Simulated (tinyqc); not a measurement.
Bandgap voltage reference from two bipolar transistors: one step of the calculation.

Two transistors of area 1 and N carry the same current I. Is(T) = Is (T/T0)^eta exp[(Vg0 q/kB)(1/T0 - 1/T)], VBE1 = Vt ln(I/Is(T)) + I rb, VBE2 = Vt ln(I/(N Is(T))) + I rb/N. The amplifier forces I R1(T) = VBE1 - VBE2 + Vos, with R(T) = R (1 + tc (T - T0)) for both resistors, and the output is Vref = VBE1 + I R2(T). Base currents and the Early effect are neglected.

Problem. Operating point at another temperature. Vt = kB T/q; I = (Vt ln N + Vos)/(R1(T) - rb (1 - 1/N)).

Inputs (values chosen for the exercise); values of the order met in silicon bipolar transistors: reference temperature T0 = 298 K; band-gap voltage extrapolated to 0 K Vg0 = 1.148 V; temperature exponent of the saturation current eta = 3.1; saturation current of the unit transistor at T0 Is = 1.2e-17 A; area ratio of the second transistor N = 24; resistor across which the difference of VBE falls, at T0 R1 = 12 kohm; temperature coefficient of both resistors tc = 0 ppm/K; offset of the amplifier Vos = -0.2 mV; series resistance of the unit transistor rb = 25 ohm; output resistor at T0 R2 = 72.13 kohm; temperature T = 233 K.

Constants: q = 1.602176634e-19 C, kB = 1.380649e-23 J/K. Results are converted to the units shown.

Find: Vt; I; Is(T); VBE1; I R2; Vref.

Solution.

Vt = 0.02008 V
I = 5.311 uA
Is(T) = 2.146e-23 A
VBE1 = 0.8043 V
I R2 = 0.3831 V
Vref = 1.187 V

From T0 to T, VBE1 changes by 109 mV and I R2 by -107 mV, which leaves 1.93 mV in Vref.

Program tinyqc, `OMP_NUM_THREADS=1 python tinyqc.py 2062196 2062197 out.jsonl`; Intel Xeon 2.30GHz, shared host, one thread, about 0.02 s.
